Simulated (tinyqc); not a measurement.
Epitaxial growth on a vicinal surface: Burton-Cabrera-Frank step flow, step-edge barrier and island nucleation: one step, computed by the program tinyqc.

Adatoms land at rate F, hop on a square grid (a simplification for hexagonal faces), desorb, or join steps. Lengths are in units of a and n is the adatom coverage. Steps ascend at x = 0 and descend at x = l.

Problem. Terrace solution. D n'' - n/tau + F = 0 with n(0) = n_eq and -l_s n'(l) = n(l) - n_eq. With u = n - F tau, A = n_eq - F tau, y = l/x_s, s = l_s/x_s: u = A cosh(x/x_s) + B sinh(x/x_s), B = A (1 - cosh y - s sinh y)/(sinh y + s cosh y). Flux into the ascending step J+ = D B/x_s, over the descending one J- = -(D/x_s)(A sinh y + B cosh y); step velocity J+ + J-; growth rate (J+ + J-)/l. For small y: J+ + J- = (F - n_eq/tau) l, J-/J+ = l/(l + 2 l_s). The coverage peaks where n' = 0, tanh(x/x_s) = -B/A.

Inputs (values chosen for the exercise, close to those used for GaAs(001)): deposition rate F = 0.054 layers/s; temperature T = 570 C.

D = 671761.1 a^2/s

lifetime tau = 302.8735 s

diffusion length x_s = 14263.89 a

equilibrium coverage n_eq = 9.795013e-06

terrace width l = 5.034124 a

Schwoebel length l_s = 30.21262 a

Give: J+; J-; growth rate; peak coverage; position of the peak.

Solution.

J+ = 0.2524 atoms per step site and s

J- = 0.01941 atoms per step site and s

growth rate = 0.05400 layers/s

peak coverage = 1.067e-05

position of the peak = 4.675 a

Caution: terraces under ten sites wide are at the edge of a continuum description.
